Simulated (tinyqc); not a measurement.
## Graded p-n junction, non-linear Poisson equation by Newton steps: capacitance and field against bias

One dimension, p side on the left, n side on the right; net doping C = (Nd - Na)/2 + ((Nd + Na)/2) tanh(x/Lg). The potential psi is counted from the intrinsic level, and the quasi-Fermi potentials are flat: 0 for holes and -V for electrons, so n = ni exp((psi + V)/Vt) and p = ni exp(-psi/Vt) (Boltzmann statistics, full ionisation, no current). Under reverse bias this makes the minority densities vanishingly small everywhere; they play no part in the charge.

The Poisson equation d/dx(eps0 eps_r dpsi/dx) = -q (p - n + C) is solved on a mesh of more than 1000 nodes that ends in neutral material (psi_p = -Vt ln(Na/ni), psi_n = Vt ln(Nd/ni) - V). C_j = q d/dV of the integral of p over x, from the linearised equation. ni = sqrt(Nc Nv) exp(-Eg/(2 Vt)), Eg in volts. Depletion approximation: Vbi = Vt ln(Na Nd/ni^2), W = sqrt(2 eps0 eps_r (Vbi - V)(1/Na + 1/Nd)/q), xp = W Nd/(Na + Nd), xn = W Na/(Na + Nd), peak field 2 (Vbi - V)/W, capacitance eps0 eps_r/W. The last column applies it to an abrupt Na-Nd junction.

Parameters, values chosen for the exercise; band and dielectric values those of a made-up semiconductor: temperature T = 300 K; band gap Eg = 4 eV; relative permittivity eps_r = 7.29; conduction-band density of states at T Nc = 2.56e18 cm^-3; valence-band density of states at T Nv = 3.51e19 cm^-3; acceptor density of the p side Na = 1e15 cm^-3; donor density of the n side Nd = 1.1e16 cm^-3; grading length Lg = 1200 nm.

Constants: q = 1.602176634e-19 C, kB = 1.380649e-23 J/K, Vt = kB T/q, eps0 = 8.8541878128e-14 F/cm where lengths are in cm. Results are converted to the units shown.

Capacitance and field against bias:
```
V (V)	peak |E| (kV/cm)	C_j (nF/cm^2)	1/C_j^2 (cm^4/uF^2)	eps0 eps_r/C_j (nm)	abrupt depletion C (nF/cm^2)
0	22.75	2.720	1.351e5	2373	3.634
-0.25	23.79	2.650	1.424e5	2436	3.514
-0.5	24.81	2.585	1.496e5	2497	3.405
-0.75	25.80	2.526	1.568e5	2556	3.305
-1	26.77	2.471	1.638e5	2612	3.214
-1.25	27.71	2.420	1.708e5	2667	3.130
-1.5	28.64	2.372	1.777e5	2721	3.052
-1.75	29.55	2.328	1.846e5	2773	2.980
-2	30.44	2.286	1.914e5	2824	2.912
```

What does the comparison show?

With V going from 0 to -2 V, C_j falls from 2.72 to 2.29 nF/cm^2 and the peak field rises from 22.8 to 30.4 kV/cm. The slope of 1/C_j^2, read as N = 2/(q eps0 eps_r |slope|), gives 6.62e14 cm^-3 between the first two rows and 7.11e14 cm^-3 between the last two, against Na Nd/(Na + Nd) = 9.17e14 cm^-3; it is not a straight line, so no single doping describes it. At the end C_j goes as (Vbi - V)^(-0.40) with Vbi = 3.59 V, and it is 22 % below the abrupt depletion formula (at the first row 25 % below it).

Program tinyqc, `OMP_NUM_THREADS=1 python tinyqc.py 2000131 2000132 out.jsonl`; Intel Xeon 2.30GHz, shared host, one thread, about 0.08 s.
